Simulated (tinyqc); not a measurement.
# Threshold switch as oscillator and as selector in a crossbar: what changes with what

Off state: I = Ith sinh(V/V0)/sinh(Vth/V0) up to Vth. On state: V = Vh + I Ron down to the holding current Ih, at Vl = Vh + Ih Ron. Switching is instantaneous.

Values chosen for this exercise; values of the order of Ge-Sb-Te and related chalcogenides:
- Vth = 2.2 V (threshold voltage)
- Vh = 0.75 V (holding voltage)
- Ron = 2 kohm (on-state resistance)
- Ith = 0.13 uA (current at threshold)
- V0 = 0.28 V (voltage scale of the off-state sinh)
- Ih = 37 uA (holding current)
- C = 54 fF (capacitance across the switch)
- Iw = 150 uA (write current)
- Vs = 2.8 V (supply voltage)

Each table varies one quantity; the others keep the values above.

## Frequency against load

With a load RL from Vs and C across the switch, it oscillates if the load line misses both branches: (Vs - Vl)/Ih < RL < (Vs - Vth)/Ith. Charging without leakage takes RL C ln[(Vs - Vl)/(Vs - Vth)]; discharging takes (RL || Ron) C ln[(Vth - Ve)/(Vl - Ve)], Ve = (Vs Ron + Vh RL)/(Ron + RL). Here the charging time includes the off-state leakage: the integral of C dV/[(Vs - V)/RL - I(V)].

Results:
```
RL (kohm)  charging, no leakage (ns)  charging (ns)  discharging (ns)  frequency (MHz)
71                            4.5697         4.5855           0.45783           198.28
110                           7.0799         7.1180           0.38528           133.28
180                           11.585         11.688           0.35490           83.035
280                           18.022         18.274           0.34142           53.720
440                           28.320         28.955           0.33358           34.143
690                           44.410         46.024           0.32894           21.574
1700                          109.42         120.83           0.32434           8.2538
2700                          173.78         209.04           0.32321           4.7764
4300                          276.76         457.13           0.32251           2.1860
```

Estimate the missing row, RL = 1100 kohm.

Computed row:
```
RL (kohm)  charging, no leakage (ns)  charging (ns)  discharging (ns)  frequency (MHz)
1100                          70.799         75.144           0.32603           13.250
```

With this row back in the table: The frequency falls from 198 to 2.19 MHz, as RL^(-0.91) between the first two rows and RL^(-1.68) between the last two. Leakage lengthens the charging by 0.35 % in the first row and 65 % in the last; the period diverges at RL = 4620 kohm. In every row the discharge is shorter than 0.5 ns, comparable to real switching delays.

## Array size against supply voltage

In an N x N array driven at Vs, the V/2 scheme puts Vs/2 on 2 (N - 1) cells; the V/3 scheme puts Vs/3 on all N^2 - 1 others, N - 1 of them on the selected row. Row leakage is (N - 1) I; wasted power is the number of cells times V I. The largest N keeps the row leakage below a tenth of Iw.

Array size against supply voltage:
```
Vs (V)  I at Vs/2 (nA)  largest N, V/2  largest N, V/3
2.31             3.112            4822         1.914e4
2.59             5.131            2924         1.369e4
2.88             8.613            1743            9682
3.16             14.20            1057            6934
3.44             23.41           641.7            4967
3.72             38.60           389.6            3559
4.01             64.79           232.5            2520
4.29             106.8           141.4            1806
```

The half-select current grows a decade every 2 V0 ln 10 = 1.29 V, so the largest N falls from 4820 to 141 in the V/2 scheme and from 19100 to 1810 in the V/3 scheme. Vs must stay below 2 Vth = 4.40 V (V/2) or half-selected cells switch.

Range of the model: Delay times, drift of Vth and line resistance are left out.

Program tinyqc, `OMP_NUM_THREADS=1 python tinyqc.py 2490028 2490029 out.jsonl`; Intel Xeon 2.30GHz, shared host, one thread, about 0.01 s.
